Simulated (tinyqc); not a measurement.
Cell-based percolation model of oxide breakdown: two steps of the calculation.

The oxide, of thickness n a, is cut into cubic cells. A cell is defective with the chance l = 1 - exp(-a^3 N), N = N1 (t/1 s)^al. A column of n defective cells breaks the oxide down, and the area holds M = A/a^2 independent columns: 1 - F = (1 - l^n)^M.

Values chosen for this exercise:

| symbol | value | unit | meaning |
|---|---|---|---|
| a | 1.2 | nm | edge of a cell |
| n | 7 |  | cells across the oxide |
| A | 0.16 | um^2 | area |
| al | 0.99 |  | exponent of defect growth |
| N1 | 2.6e17 | cm^-3 | defect density after 1 s |

Problem 1. Critical defect density. At F = 1 - 1/e: l_c = (1 - exp(-1/M))^(1/n), N_bd = -ln(1 - l_c)/a^3, t63 = (N_bd/N1)^(1/al). W = ln(-ln(1 - F)); for small l, W = ln M + n ln(a^3 N), so the Weibull slope is n al.

Find: thickness; M; l_c; N_bd; N_bd times thickness; t63; n al.

Solution 1.

thickness = 8.400 nm
M = 1.111e5
l_c = 0.1902
N_bd = 1.221e20 cm^-3
N_bd times thickness = 1.025e14 cm^-2
t63 = 499.6 s
n al = 6.930

Problem 2. The distribution. N, l, F and W = ln(-ln(1 - F)) at each time; the slope is taken between the end points.

t, point 0 to 6 (s): 130  180  260  360  450  500  570

Wanted: N; l; F; W; slope.

Solution 2.

```
point  N (cm^-3)         l          F        W
0      3.2194e19  0.054112  1.5094e-4  -8.7986
1      4.4432e19  0.073905  0.0013371  -6.6166
2      6.3944e19   0.10461   0.015116  -4.1844
3      8.8250e19   0.14144    0.11821  -2.0730
4      1.1007e20   0.17320    0.40521  -0.6548
5      1.2217e20   0.19031    0.63381   0.0046
6      1.3909e20   0.21364    0.89536   0.8141
```

slope = 6.5034

The slope is 6.2 % below n al, since l grows a little more slowly than N.

tinyqc, about 0.01 s, one thread, Intel Xeon 2.30GHz (shared host): `OMP_NUM_THREADS=1 python tinyqc.py 2070077 2070078 out.jsonl`
